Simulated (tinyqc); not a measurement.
Double quantum well by finite differences, step by step. Values are carried at full precision from step to step, so a last printed digit may differ when a step is redone from the rounded ones.

Finite differences on points z_i at the centres of cells of width h: H_ii = (c/h^2)(1/m_(i-1/2) + 1/m_(i+1/2)) + V_i, H_(i,i+1) = -(c/h^2)/m_(i+1/2), where m_(i+1/2) is the mean of the masses at the two points (the end values are repeated outwards), psi = 0 on the points beyond both ends, c = hbar^2/2m0. The field adds e F (z - z0) with z0 the middle of the structure; 1 kV/cm = 1e-5 eV/angstrom.

Constants: hbar^2/2m0 = 3.80998211 eV angstrom^2.

Inputs chosen for the exercise (near those of a strained Si well in SiGe; not measured data): layers = ((28, 0.182, 0.912), (21, 0, 0.925), (14, 0.182, 0.912), (14, 0, 0.925), (28, 0.182, 0.912)) (each layer: thickness in angstrom, band edge in eV, mass in m0); F = 0 kV/cm (field along z); h = 7 angstrom (cell width of the coarse grid); hf = 0.4375 angstrom (cell width of the fine grid).

## The coarse grid

List the points, the potential with the field, and the masses.

Grid:
```
i   z (angstrom)  V (eV)  m (m0)
1            3.5  0.1820  0.9120
2           10.5  0.1820  0.9120
3           17.5  0.1820  0.9120
4           24.5  0.1820  0.9120
5           31.5  0.0000  0.9250
6           38.5  0.0000  0.9250
7           45.5  0.0000  0.9250
8           52.5  0.1820  0.9120
9           59.5  0.1820  0.9120
10          66.5  0.0000  0.9250
11          73.5  0.0000  0.9250
12          80.5  0.1820  0.9120
13          87.5  0.1820  0.9120
14          94.5  0.1820  0.9120
15         101.5  0.1820  0.9120
```

## The tridiagonal Hamiltonian

Form the diagonal and the neighbouring elements; V in the grid already includes the field.

diagonal H_ii (eV): [0.3525, 0.3525, 0.3525, 0.3519, 0.1687, 0.1681, 0.1687, 0.3519, 0.3519, 0.1687, 0.1687, 0.3519, 0.3525, 0.3525, 0.3525]

H_(i,i+1) (eV): [-0.0853, -0.0853, -0.0853, -0.0847, -0.0841, -0.0841, -0.0847, -0.0853, -0.0847, -0.0841, -0.0847, -0.0853, -0.0853, -0.0853]

## Lowest levels on the coarse grid

Diagonalise the symmetric tridiagonal matrix; give the three lowest levels and the weights u_i^2 (sum 1) of the two lowest.

levels (eV): [0.0364, 0.0581, 0.1301]

weights on the points, rows level 1, level 2:
```
[[0.000, 0.000, 0.002, 0.022, 0.256, 0.421, 0.261, 0.024, 0.004, 0.006, 0.004, 0.000, 0.000, 0.000, 0.000],
 [0.000, 0.000, 0.000, 0.001, 0.008, 0.008, 0.001, 0.003, 0.043, 0.442, 0.445, 0.045, 0.005, 0.000, 0.000]]
```

## Halving the cell width

The same with h, h/2, ..., h/32. The end points move with h, since psi vanishes half a cell beyond the structure. Richardson value (4 E(h/32) - E(h/16))/3.

Convergence:
```
cell (angstrom)  points  E1 (eV)  E2 (eV)  E1 - finest (meV)
7.0000               15  0.03636  0.05806             -6.085
3.5000               30  0.04073  0.06642             -1.711
1.7500               60  0.04201  0.06879             -0.437
0.8750              120  0.04234  0.06940             -0.105
0.4375              240  0.04242  0.06956             -0.021
0.2188              480  0.04244  0.06960              0.000
```

Richardson values of E1, E2 (eV): [0.04245, 0.06961]

The coarse grid is 6.1 meV too low in E1. The last differences between rows shrink by a factor 4.0 (4 for a pure h^2 error, 2 for one linear in h).

## Positions and dipoles on the fine grid

With h sum psi^2 = 1: <z - z0> of three levels, |z_12| and |z_13|, the mass m1 from 1/m1 = <1|1/m|1>, and f_1j = (m1/c)(E_j - E_1) z_1j^2.

levels (eV): [0.0424, 0.0696, 0.1515]

<z - z0> (angstrom): [-13.7, 17.1, -13.6]

|z_12|, |z_13| (angstrom): [3.32, 5.79]

m1 = 0.9239 m0

f_12, f_13: [0.073, 0.888]

Parity is broken, so the 1-3 transition is allowed, with 12 times the strength of 1-2. E2 - E1 = 27.1 meV, a wavelength of 45.7 micrometre (hc = 1239.841984 eV nm).

## Checks

- E1 at zero field on the grid h/32 against transfer matrices between the same hard ends, eV: 0.0424 against 0.0425.

(tinyqc, `OMP_NUM_THREADS=1 python tinyqc.py 1280745 1280746 out.jsonl`, Intel(R) Xeon(R) Processor @ 2.30GHz, 1 thread, shared host, about 0.04 s.)
